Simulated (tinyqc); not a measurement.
From results back to parameters: valley splitting in a one-orbital chain of atomic planes (second-neighbour model). Four cases, with inputs chosen for the exercise.

Problem. For E(phi) = e0 + 2 v cos(phi) + 2 u cos(2 phi) with u, v > 0 and planes a/4 apart, the heights of the band at phi = 0 and phi = pi above its minimum were computed from hidden u and v; c = hbar^2/2m0.

Constants: hbar^2/2m0 = 3.80998211 eV angstrom^2.

Case 1.

Values chosen (out of a larger set: near those of the Delta valleys of silicon; abrupt walls in this chain split the valleys several times more than measured wells; not measured data): a = 5.436 angstrom (lattice constant; planes lie a/4 apart).

E(0) - Emin = 3.902202 eV
E(pi) - Emin = 1.290202 eV

Case 2.

Values chosen (out of a larger set: near those of the Delta valleys of silicon; abrupt walls in this chain split the valleys several times more than measured wells; not measured data): a = 5.429 angstrom (lattice constant; planes lie a/4 apart).

E(0) - Emin = 3.518794 eV
E(pi) - Emin = 1.290794 eV

Case 3.

Values chosen (out of a larger set: near those of the Delta valleys of silicon; abrupt walls in this chain split the valleys several times more than measured wells; not measured data): a = 5.434 angstrom (lattice constant; planes lie a/4 apart).

E(0) - Emin = 3.946421 eV
E(pi) - Emin = 1.230421 eV

Case 4.

Values chosen (out of a larger set: near those of the Delta valleys of silicon; abrupt walls in this chain split the valleys several times more than measured wells; not measured data): a = 5.43 angstrom (lattice constant; planes lie a/4 apart).

E(0) - Emin = 4.389847 eV
E(pi) - Emin = 1.281847 eV

Find: u, v; phi0; mass at the minimum.

Solution. E - Emin = 4u (cos(phi) + v/(4u))^2. The difference of the two heights is 4v, and for v < 4u the sum of their square roots is 4 sqrt(u). The mass is (2c)/((a/4)^2 (8u - v^2/(2u))).

Case 1.

u, v (eV): 0.605  0.653

phi0 = 1.8440 rad
mass at the minimum = 0.919 m0

Case 2.

u, v (eV): 0.567  0.557

phi0 = 1.8189 rad
mass at the minimum = 0.970 m0

Case 3.

u, v (eV): 0.599  0.679

phi0 = 1.8581 rad
mass at the minimum = 0.937 m0

Case 4.

u, v (eV): 0.651  0.777

phi0 = 1.8738 rad
mass at the minimum = 0.872 m0

Computed by tinyqc, one run a case: `OMP_NUM_THREADS=1 python tinyqc.py N N+1 out.jsonl` with N = 1480073, 1480149, 1480157, 1480190; one thread of a shared Intel(R) Xeon(R) Processor @ 2.30GHz, about 0.01 s a run at most.
